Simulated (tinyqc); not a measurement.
Strain-driven crossing of the Gamma and L valleys in a germanium-like crystal alloyed with tin: one step. Gaps of the unstrained alloy. Five cases, with inputs chosen for the exercise.

Problem. Give both gaps, their difference, and the y at which they cross (the root of a quadratic between 0 and 0.3).

With tin the unstrained gaps become E(y) = (1 - y) E + y EgS - CS y (1 - y); all other values are kept.

Case 1.

Values chosen (near those of Ge, gaps at low temperature; the results hold for these values, not for the real material): Eg = 0.909 eV (gap at Gamma to the s-like level); EgL = 0.743 eV (gap to L); EgS = (-0.431, 0.068) eV (Gamma and L gaps of the tin end); CS = (2.26, 1.14) eV (bowing of the Gamma and L gaps); y = 0.021 (tin fraction).

Case 2.

Values chosen (near those of Ge, gaps at low temperature; the results hold for these values, not for the real material): Eg = 0.882 eV (gap at Gamma to the s-like level); EgL = 0.731 eV (gap to L); EgS = (-0.363, 0.121) eV (Gamma and L gaps of the tin end); CS = (2.32, 0.85) eV (bowing of the Gamma and L gaps); y = 0.106 (tin fraction).

Case 3.

Values chosen (near those of Ge, gaps at low temperature; the results hold for these values, not for the real material): Eg = 0.9 eV (gap at Gamma to the s-like level); EgL = 0.743 eV (gap to L); EgS = (-0.401, 0.081) eV (Gamma and L gaps of the tin end); CS = (2.65, 0.85) eV (bowing of the Gamma and L gaps); y = 0.026 (tin fraction).

Case 4.

Values chosen (near those of Ge, gaps at low temperature; the results hold for these values, not for the real material): Eg = 0.913 eV (gap at Gamma to the s-like level); EgL = 0.746 eV (gap to L); EgS = (-0.396, 0.081) eV (Gamma and L gaps of the tin end); CS = (2.13, 0.73) eV (bowing of the Gamma and L gaps); y = 0.12 (tin fraction).

Case 5.

Values chosen (near those of Ge, gaps at low temperature; the results hold for these values, not for the real material): Eg = 0.886 eV (gap at Gamma to the s-like level); EgL = 0.759 eV (gap to L); EgS = (-0.355, 0.097) eV (Gamma and L gaps of the tin end); CS = (2.2, 0.91) eV (bowing of the Gamma and L gaps); y = 0.072 (tin fraction).

Give: Gamma and L gaps; Gamma - L; crossing y.

Solution.

Case 1.

Gamma and L gaps (eV): [0.8344, 0.7054]

Gamma - L = 0.1290 eV
crossing y = 0.0992

Without strain the alloy is indirect.

Case 2.

Gamma and L gaps (eV): [0.5302, 0.5858]

Gamma - L = -0.0556 eV
crossing y = 0.0757

Without strain the alloy is direct.

Case 3.

Gamma and L gaps (eV): [0.7991, 0.7043]

Gamma - L = 0.0948 eV
crossing y = 0.0678

Without strain the alloy is indirect.

Case 4.

Gamma and L gaps (eV): [0.5310, 0.5891]

Gamma - L = -0.0581 eV
crossing y = 0.0869

Without strain the alloy is direct.

Case 5.

Gamma and L gaps (eV): [0.6497, 0.6505]

Gamma - L = -0.0009 eV
crossing y = 0.0715

Without strain the alloy is direct.

Computed by tinyqc, one run a case: `OMP_NUM_THREADS=1 python tinyqc.py N N+1 out.jsonl` with N = 1050085, 1050122, 1050259, 1050297, 1050676; one thread of a shared Intel(R) Xeon(R) Processor @ 2.30GHz, about 0.01 s a run at most.
